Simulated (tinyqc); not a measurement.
# Changing the layer thickness t

Model: four-point probe, van der Pauw, Hall and spreading-resistance readings of a semiconductor layer. Computed by tinyqc, a small Python program. Command: `OMP_NUM_THREADS=1 python tinyqc.py 3112312 3112313 out.jsonl probe sweep`. One thread of a shared host (Intel(R) Xeon(R) Processor @ 2.30GHz), about 0.02 s of CPU time with the checks.

The layer is uniform and ohmic; contacts are points unless a radius is given.

Inputs (values chosen for the exercise, modelled on n-type silicon):
```
quantity           value        unit
carrier density n  3e+17      1/cm^3
drift mobility mu    458  cm^2/(V s)
probe spacing s    0.635          mm
current I              2          mA
```

Backing of the layer: conducting.

Constants: e = 1.602176634e-19 C.

Method:
- rho = 1/(e n mu); R_s = rho/t.
- Collinear probes with equal spacing on a layer with conducting backing: images at depth 2 m t give V = (rho I/(2 pi s)) G, G = 1 + 4 sum_(m>=1) (-1)^m [1/sqrt(1 + (2 m u)^2) - 1/sqrt(4 + (2 m u)^2)], u = t/s; the sum runs to m = 20000, with the last term halved.
- Limits: thick, rho = 2 pi s V/I; thin on an insulator, rho = (pi/ln 2) t V/I.

One run for each value:
```
layer thickness t (micrometre)  voltage V (mV)        G  rho by the thick formula (ohm cm)  rho by the thin formula (ohm cm)
170                                    0.00488  0.02141                           0.000973                        1.8781e-04
310                                    0.04905  0.21542                           0.009786                        3.4460e-03
580                                    0.14319  0.62883                           0.028565                        1.8821e-02
1100                                   0.20577  0.90368                           0.041050                        5.1295e-02
2000                                   0.22324  0.98038                           0.044535                        1.0118e-01
3800                                   0.22701  0.99693                           0.045286                        1.9549e-01
```

Over the rows, voltage V (mV) rises from 0.00488 to 0.227 (exponent d ln y / d ln x 3.8 between the first rows and 0.026 between the last); G rises from 0.0214 to 0.997 (exponent d ln y / d ln x 3.8 between the first rows and 0.026 between the last); rho by the thick formula (ohm cm) rises from 9.73e-4 to 0.0453 (exponent d ln y / d ln x 3.8 between the first rows and 0.026 between the last).  Left out: 25.0, 48.0, 89.0 (the backing shorts the probes).
